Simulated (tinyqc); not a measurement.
Raising U: Hubbard chain of 4 sites, mean field against exact. Computed by the program tinyqc. 

one-body matrix (hopping and site energies) (eV):
```
,1,2,3,4
1,0.3800,-0.8000,0.0000,0.0000
2,-0.8000,0.2100,-0.8000,0.0000
3,0.0000,-0.8000,-0.1600,-0.8000
4,0.0000,0.0000,-0.8000,-0.5600
```

electrons, up and down: 2  1

Collinear unrestricted mean field (the lowest of 40 random starts) against exact diagonalisation.

Exact and mean-field results (eV):
```
U,U/t,E exact,E mean field,mean |n_up - n_down|,"double occupancy, exact",first gap in the sector
0.400,0.500,-3.14906,-3.13964,0.269,0.121,0.856
0.800,1.000,-2.96910,-2.93199,0.293,0.105,0.805
1.600,2.000,-2.68058,-2.54949,0.376,0.077,0.694
2.400,3.000,-2.46875,-2.24355,0.495,0.057,0.592
3.200,4.000,-2.31243,-2.03182,0.585,0.042,0.508
4.800,6.000,-2.10518,-1.78643,0.670,0.025,0.387
6.400,8.000,-1.97833,-1.65350,0.704,0.016,0.308
9.600,12.000,-1.83521,-1.58506,0.742,0.008,0.216
16.000,20.000,-1.71003,-1.53188,0.747,3.03e-03,0.134
```

In absolute terms mean field is worst at U/t = 8.0, 0.325 eV too high: at small U it is nearly exact, and at large U it still misses the motion of the hole through a fluctuating spin background. Relative to the exact energy its error is 0.3 % at the smallest U, 16 % at most and 10 % at the largest. The double occupancy falls from 0.121 to 0.003.
